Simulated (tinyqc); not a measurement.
UHF in the sto-6g basis, for H6, spin multiplicity 1, step by step (part 2 of 2). Computed by tinyqc, a small Python program that keeps every step (integrals from PySCF). Command: `OMP_NUM_THREADS=1 python tinyqc.py 23431 23432 out.jsonl` (the two numbers bound the seeds that draw the settings). One thread of a shared host (Intel(R) Xeon(R) Processor @ 2.60GHz), about 0.2 s of CPU time with the checks.

Geometry (angstrom):

| atom | x | y | z |
|---|---|---|---|
| H | 0.00000 | 0.00000 | 0.00000 |
| H | 0.00000 | 0.00000 | 1.26200 |
| H | 0.00000 | 0.00000 | 2.38800 |
| H | 0.00000 | 0.00000 | 3.65000 |
| H | 0.00000 | 0.00000 | 4.77700 |
| H | 0.00000 | 0.00000 | 6.03900 |

## Iteration 2: diagonalisation and new density

extrapolated F(alpha) (hartree):
```
          1H 1s     2H 1s     3H 1s     4H 1s     5H 1s     6H 1s
1H 1s  -0.01371  -0.30950  -0.12404   0.00087   0.01242  -0.00518
2H 1s  -0.30950  -0.22878  -0.35635  -0.08291  -0.00899  -0.00253
3H 1s  -0.12404  -0.35635  -0.16120  -0.31480  -0.10381   0.00392
4H 1s   0.00087  -0.08291  -0.31480  -0.37720  -0.40412  -0.05859
5H 1s   0.01242  -0.00899  -0.10381  -0.40412  -0.30313  -0.35749
6H 1s  -0.00518  -0.00253   0.00392  -0.05859  -0.35749  -0.30996
```

extrapolated F(beta) (hartree):
```
          1H 1s     2H 1s     3H 1s     4H 1s     5H 1s     6H 1s
1H 1s  -0.31026  -0.35752  -0.05874   0.00393  -0.00252  -0.00519
2H 1s  -0.35752  -0.30329  -0.40455  -0.10395  -0.00901   0.01240
3H 1s  -0.05874  -0.40455  -0.37732  -0.31480  -0.08279   0.00088
4H 1s   0.00393  -0.10395  -0.31480  -0.16084  -0.35585  -0.12390
5H 1s  -0.00252  -0.00901  -0.08279  -0.35585  -0.22835  -0.30953
6H 1s  -0.00519   0.01240   0.00088  -0.12390  -0.30953  -0.01390
```

X:
```
          1H 1s     2H 1s     3H 1s     4H 1s     5H 1s     6H 1s
1H 1s   1.05565  -0.20944   0.03625  -0.00597   0.00138  -0.00024
2H 1s  -0.20944   1.14460  -0.26782   0.03959  -0.00816   0.00138
3H 1s   0.03625  -0.26782   1.14789  -0.22594   0.03955  -0.00597
4H 1s  -0.00597   0.03959  -0.22594   1.14763  -0.26740   0.03621
5H 1s   0.00138  -0.00816   0.03955  -0.26740   1.14433  -0.20940
6H 1s  -0.00024   0.00138  -0.00597   0.03621  -0.20940   1.05565
```

Diagonalise F' = X^T F X, C = X C', fill 3 alpha and 3 beta electrons from the bottom; D(s) = C_occ C_occ^T. Each column has its largest component positive (the first on a tie).

F' = X^T F X (alpha) (hartree):
```
          1         2         3         4         5         6
1   0.10720  -0.32656   0.00893   0.00796   0.01400  -0.00767
2  -0.32656   0.03962  -0.38048   0.05076  -0.00585  -0.00182
3   0.00893  -0.38048   0.11744  -0.30679   0.03257   0.00352
4   0.00796   0.05076  -0.30679  -0.12787  -0.37263   0.08754
5   0.01400  -0.00585   0.03257  -0.37263  -0.02844  -0.32429
6  -0.00767  -0.00182   0.00352   0.08754  -0.32429  -0.19968
```

orbital energies (alpha) (hartree): MO1 -0.59077, MO2 -0.44039, MO3 -0.28646, MO4 0.12788, MO5 0.40360, MO6 0.69440

coefficients C (alpha):
```
           MO1       MO2       MO3       MO4       MO5       MO6
1H 1s  0.04755   0.25262   0.30174   0.70569  -0.54402   0.45667
2H 1s  0.14615   0.47594   0.38473  -0.02955   0.56782  -0.84151
3H 1s  0.22669   0.35528  -0.01954  -0.62544  -0.11055   0.92841
4H 1s  0.48529   0.08680  -0.57738   0.15369  -0.58010  -0.71132
5H 1s  0.44512  -0.28922   0.02182   0.38515   0.84610   0.52914
6H 1s  0.26480  -0.42372   0.64875  -0.39064  -0.52490  -0.24683
```

F' = X^T F X (beta) (hartree):
```
          1         2         3         4         5         6
1  -0.20000  -0.32431   0.08758   0.00355  -0.00181  -0.00767
2  -0.32431  -0.02817  -0.37310   0.03260  -0.00587   0.01399
3   0.08758  -0.37310  -0.12761  -0.30682   0.05070   0.00795
4   0.00355   0.03260  -0.30682   0.11737  -0.37995   0.00890
5  -0.00181  -0.00587   0.05070  -0.37995   0.03966  -0.32658
6  -0.00767   0.01399   0.00795   0.00890  -0.32658   0.10700
```

orbital energies (beta) (hartree): MO1 -0.59089, MO2 -0.44020, MO3 -0.28655, MO4 0.12778, MO5 0.40388, MO6 0.69424

coefficients C (beta):
```
           MO1       MO2       MO3       MO4       MO5       MO6
1H 1s  0.26521  -0.42410   0.64870  -0.39062  -0.52416  -0.24755
2H 1s  0.44538  -0.28845   0.02144   0.38525   0.84561   0.53087
3H 1s  0.48525   0.08791  -0.57690   0.15364  -0.57965  -0.71255
4H 1s  0.22617   0.35547  -0.01939  -0.62587  -0.11160   0.92762
5H 1s  0.14550   0.47581   0.38500  -0.02970   0.56911  -0.84019
6H 1s  0.04734   0.25283   0.30217   0.70526  -0.54472   0.45608
```

D(alpha) after iteration 2:
```
          1H 1s     2H 1s     3H 1s     4H 1s     5H 1s     6H 1s
1H 1s   0.15712   0.24327   0.09463  -0.12921  -0.04531   0.10131
2H 1s   0.24327   0.39590   0.19470  -0.10990  -0.06420   0.08663
3H 1s   0.09463   0.19470   0.17799   0.15213  -0.00228  -0.10319
4H 1s  -0.12921  -0.10990   0.15213   0.57641   0.17831  -0.28286
5H 1s  -0.04531  -0.06420  -0.00228   0.17831   0.28226   0.25457
6H 1s   0.10131   0.08663  -0.10319  -0.28286   0.25457   0.67054
```

D(beta) after iteration 2:
```
          1H 1s     2H 1s     3H 1s     4H 1s     5H 1s     6H 1s
1H 1s   0.67101   0.25436  -0.28283  -0.10335   0.08654   0.10134
2H 1s   0.25436   0.28203   0.17839  -0.00222  -0.06419  -0.04537
3H 1s  -0.28283   0.17839   0.57601   0.15218  -0.10967  -0.12912
4H 1s  -0.10335  -0.00222   0.15218   0.17789   0.19458   0.09472
5H 1s   0.08654  -0.06419  -0.10967   0.19458   0.39579   0.24352
6H 1s   0.10134  -0.04537  -0.12912   0.09472   0.24352   0.15747
```

## Iteration 12 (converged): orbitals

converged F(alpha) (hartree):
```
          1H 1s     2H 1s     3H 1s     4H 1s     5H 1s     6H 1s
1H 1s   0.12253  -0.30046  -0.11619  -0.00240   0.00598  -0.00250
2H 1s  -0.30046  -0.40204  -0.37540  -0.07124  -0.00481  -0.00210
3H 1s  -0.11619  -0.37540  -0.08421  -0.30924  -0.10323  -0.00114
4H 1s  -0.00240  -0.07124  -0.30924  -0.42836  -0.38213  -0.06835
5H 1s   0.00598  -0.00481  -0.10323  -0.38213  -0.11192  -0.33444
6H 1s  -0.00250  -0.00210  -0.00114  -0.06835  -0.33444  -0.44314
```

converged F(beta) (hartree):
```
          1H 1s     2H 1s     3H 1s     4H 1s     5H 1s     6H 1s
1H 1s  -0.44325  -0.33443  -0.06848  -0.00114  -0.00209  -0.00250
2H 1s  -0.33443  -0.11238  -0.38262  -0.10340  -0.00482   0.00598
3H 1s  -0.06848  -0.38262  -0.42830  -0.30916  -0.07113  -0.00240
4H 1s  -0.00114  -0.10340  -0.30916  -0.08360  -0.37488  -0.11605
5H 1s  -0.00209  -0.00482  -0.07113  -0.37488  -0.40199  -0.30056
6H 1s  -0.00250   0.00598  -0.00240  -0.11605  -0.30056   0.12239
```

As before.

F' = X^T F X (alpha) (hartree):
```
          1         2         3         4         5         6
1   0.24846  -0.30892   0.02017   0.00146   0.00669  -0.00352
2  -0.30892  -0.16684  -0.38155   0.06354  -0.00281  -0.00200
3   0.02017  -0.38155   0.21467  -0.30950   0.03432   0.00116
4   0.00146   0.06354  -0.30950  -0.19422  -0.37980   0.06827
5   0.00669  -0.00281   0.03432  -0.37980   0.18695  -0.30656
6  -0.00352  -0.00200   0.00116   0.06827  -0.30656  -0.35099
```

orbital energies (alpha) (hartree): MO1 -0.58351, MO2 -0.49573, MO3 -0.37997, MO4 0.22558, MO5 0.45467, MO6 0.71699

coefficients C (alpha):
```
           MO1       MO2       MO3       MO4       MO5       MO6
1H 1s  0.05992   0.14624  -0.14705   0.71260  -0.65774   0.41545
2H 1s  0.28599   0.57736  -0.44965   0.03652   0.57195  -0.69395
3H 1s  0.22100   0.22785   0.02388  -0.64918  -0.26413   0.92240
4H 1s  0.51632  -0.00673   0.63795   0.11096  -0.41432  -0.76482
5H 1s  0.27372  -0.19124   0.06445   0.41182   0.82835   0.67459
6H 1s  0.36218  -0.55966  -0.63131  -0.26955  -0.41205  -0.27240
```

F' = X^T F X (beta) (hartree):
```
          1         2         3         4         5         6
1  -0.35111  -0.30651   0.06833   0.00118  -0.00200  -0.00352
2  -0.30651   0.18692  -0.38037   0.03431  -0.00282   0.00670
3   0.06833  -0.38037  -0.19374  -0.30951   0.06346   0.00144
4   0.00118   0.03431  -0.30951   0.21483  -0.38098   0.02014
5  -0.00200  -0.00282   0.06346  -0.38098  -0.16719  -0.30897
6  -0.00352   0.00670   0.00144   0.02014  -0.30897   0.24833
```

orbital energies (beta) (hartree): MO1 -0.58353, MO2 -0.49566, MO3 -0.38000, MO4 0.22553, MO5 0.45472, MO6 0.71699

coefficients C (beta):
```
           MO1       MO2       MO3       MO4       MO5       MO6
1H 1s  0.36311  -0.55878  -0.63174  -0.26957  -0.41135  -0.27306
2H 1s  0.27435  -0.19057   0.06466   0.41195   0.82723   0.67643
3H 1s  0.51628  -0.00569   0.63754   0.11072  -0.41365  -0.76612
4H 1s  0.22031   0.22802   0.02413  -0.64952  -0.26540   0.92147
5H 1s  0.28490   0.57829  -0.44950   0.03627   0.57300  -0.69224
6H 1s  0.05973   0.14658  -0.14708   0.71222  -0.65868   0.41448
```

D(alpha) after iteration 12:
```
          1H 1s     2H 1s     3H 1s     4H 1s     5H 1s     6H 1s
1H 1s   0.04660   0.16769   0.04305  -0.06386  -0.02104   0.03270
2H 1s   0.16769   0.61731   0.18402  -0.14308  -0.06111   0.06432
3H 1s   0.04305   0.18402   0.10132   0.12780   0.01846  -0.06255
4H 1s  -0.06386  -0.14308   0.12780   0.67360   0.18373  -0.21197
5H 1s  -0.02104  -0.06111   0.01846   0.18373   0.11565   0.16548
6H 1s   0.03270   0.06432  -0.06255  -0.21197   0.16548   0.84294
```

D(beta) after iteration 12:
```
          1H 1s     2H 1s     3H 1s     4H 1s     5H 1s     6H 1s
1H 1s   0.84318   0.16525  -0.21212  -0.06266   0.06429   0.03270
2H 1s   0.16525   0.11576   0.18395   0.01855  -0.06111  -0.02106
3H 1s  -0.21212   0.18395   0.67303   0.12783  -0.14278  -0.06376
4H 1s  -0.06266   0.01855   0.12783   0.10111   0.18378   0.04303
5H 1s   0.06429  -0.06111  -0.14278   0.18378   0.61764   0.16790
6H 1s   0.03270  -0.02106  -0.06376   0.04303   0.16790   0.04669
```

## Convergence

Stop when the energy changes by less than 1e-09 hartree and every element of the error matrix X^T (F D S - S D F) X (for each spin) is below 9e-06.

Course of the cycle:

| iteration | E (hartree) | change | largest element of the error matrix |
|---|---|---|---|
| 1 | -2.3634788 | - | 2.78e-01 |
| 2 | -2.9408129 | -5.77e-01 | 9.66e-02 |
| 3 | -3.0111309 | -7.03e-02 | 4.47e-02 |
| 4 | -3.0411538 | -3.00e-02 | 2.41e-02 |
| 5 | -3.0545714 | -1.34e-02 | 4.71e-03 |
| 6 | -3.0548689 | -2.98e-04 | 3.40e-03 |
| 7 | -3.0550915 | -2.23e-04 | 7.00e-04 |
| 8 | -3.0550921 | -6.73e-07 | 5.04e-04 |
| 9 | -3.0550951 | -2.94e-06 | 2.45e-04 |
| 10 | -3.0550962 | -1.14e-06 | 1.06e-05 |
| 11 | -3.0550962 | -2.21e-09 | 1.46e-06 |
| 12 | -3.0550962 | -3.84e-11 | 1.49e-08 |

PySCF UHF in the same basis, after a stability check = -3.0550962 hartree

Converged in 12 iterations.

## Populations, bond orders and dipole

overlap S:
```
         1H 1s    2H 1s    3H 1s    4H 1s    5H 1s    6H 1s
1H 1s  1.00000  0.35711  0.06325  0.00646  0.00064  0.00004
2H 1s  0.35711  1.00000  0.42588  0.06325  0.00837  0.00064
3H 1s  0.06325  0.42588  1.00000  0.35711  0.06314  0.00645
4H 1s  0.00646  0.06325  0.35711  1.00000  0.42534  0.06314
5H 1s  0.00064  0.00837  0.06314  0.42534  1.00000  0.35711
6H 1s  0.00004  0.00064  0.00645  0.06314  0.35711  1.00000
```

Mulliken: Z minus the diagonal of D S on the atom; Loewdin: the same with S^(1/2) D S^(1/2); Mayer order: 2 sum_s sum (D(s) S)_ij (D(s) S)_ji over the two atoms.

Charges (e):

| atom | Mulliken | Loewdin | Mulliken spin |
|---|---|---|---|
| 1H | 0.00280 | -0.00143 | -0.77963 |
| 2H | 0.00019 | 0.00408 | 0.49228 |
| 3H | -0.00300 | -0.00264 | -0.54536 |
| 4H | -0.00296 | -0.00263 | 0.54612 |
| 5H | 0.00018 | 0.00406 | -0.49276 |
| 6H | 0.00278 | -0.00144 | 0.77935 |

Mayer bond orders:

| pair | order |
|---|---|
| 2-1 | 0.32100 |
| 3-1 | 0.04366 |
| 3-2 | 0.39998 |
| 4-1 | 0.01789 |
| 4-2 | 0.01563 |
| 4-3 | 0.22555 |
| 5-1 | 0.00527 |
| 5-2 | 0.01578 |
| 5-3 | 0.01555 |
| 5-4 | 0.39905 |
| 6-1 | 0.00435 |
| 6-2 | 0.00527 |
| 6-3 | 0.01783 |
| 6-4 | 0.04362 |
| 6-5 | 0.32154 |

dipole moment about the origin, x y z (debye): 0.00000  0.00000  -0.00031

<S^2> of the determinant (pure state: 0) = 1.14201
